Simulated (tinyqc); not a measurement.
# Ballast resistance and gain from the on-state line

Problem. At high current V = BV (1 + be)^(-1/n) + I Ro. Find Ro, the intercept and be.

Parameters, values chosen for the exercise:

| symbol | value | unit | meaning |
|---|---|---|---|
| BV | 9 | V | junction breakdown voltage |
| n | 4.2 |  | exponent of the multiplication |

V at I = 2 and 4.1 mA/um (V): [5.9622060, 6.5292060]

Solution. The slope is Ro; the intercept over BV is (1 + be)^(-1/n).

Ro = 270 ohm um
intercept = 5.42 V
be = 7.40

tinyqc, about 0.02 s, one thread, Intel Xeon 2.30GHz (shared host): `OMP_NUM_THREADS=1 python tinyqc.py 2670109 2670110 out.jsonl`
